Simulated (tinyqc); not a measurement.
From results back to parameters: direct gap of a germanium-like layer under biaxial tension. Three cases, with inputs chosen for the exercise.

Problem. A (001) layer under biaxial tension e_par has ezz = -2 (C12/C11) e_par, Ec = Eg + ac tr(e), E(HH) = -P - Q and E(LH) = -P + (Q - Dso + sqrt(Dso^2 + 2 Dso Q + 9 Q^2))/2 with P = -av tr(e), Q = -b (e_par - ezz). The transition from the light-hole edge is given.

Case 1.

Values chosen (near those of Ge, gaps at low temperature; shifted at random, so the results belong to these values and not to a real crystal): Eg = 0.887 eV (gap at Gamma to the s-like level); Dso = 0.287 eV (spin-orbit splitting); ac = -8.28 eV (conduction deformation potential); av = 1.22 eV (valence hydrostatic potential); b = -2.52 eV (tetragonal shear potential); C11 = 126.8 GPa; C12 = 47.6 GPa.

Ec - E(LH) = 0.725638 eV

Case 2.

Values chosen (near those of Ge, gaps at low temperature; shifted at random, so the results belong to these values and not to a real crystal): Eg = 0.898 eV (gap at Gamma to the s-like level); Dso = 0.294 eV (spin-orbit splitting); ac = -8.13 eV (conduction deformation potential); av = 1.24 eV (valence hydrostatic potential); b = -2.53 eV (tetragonal shear potential); C11 = 128.3 GPa; C12 = 49.2 GPa.

Ec - E(LH) = 0.751527 eV

Case 3.

Values chosen (near those of Ge, gaps at low temperature; shifted at random, so the results belong to these values and not to a real crystal): Eg = 0.891 eV (gap at Gamma to the s-like level); Dso = 0.284 eV (spin-orbit splitting); ac = -8.35 eV (conduction deformation potential); av = 1.25 eV (valence hydrostatic potential); b = -2.51 eV (tetragonal shear potential); C11 = 130.8 GPa; C12 = 47.6 GPa.

Ec - E(LH) = 0.602709 eV

Find: e_par; Ec - E(HH).

Solution. Ec - E(LH) falls steadily with tension, so bisection between 0 and 4 % gives the only root; then Ec - E(HH) = Eg + (ac - av) tr(e) + Q.

Case 1.

e_par = 0.930 %
Ec - E(HH) = 0.8177 eV

Case 2.

e_par = 0.860 %
Ec - E(HH) = 0.8371 eV

Case 3.

e_par = 1.590 %
Ec - E(HH) = 0.7658 eV

Computed by tinyqc, one run a case: `OMP_NUM_THREADS=1 python tinyqc.py N N+1 out.jsonl` with N = 1081098, 1081114, 1081132; one thread of a shared Intel(R) Xeon(R) Processor @ 2.30GHz, about 0.01 s a run at most.
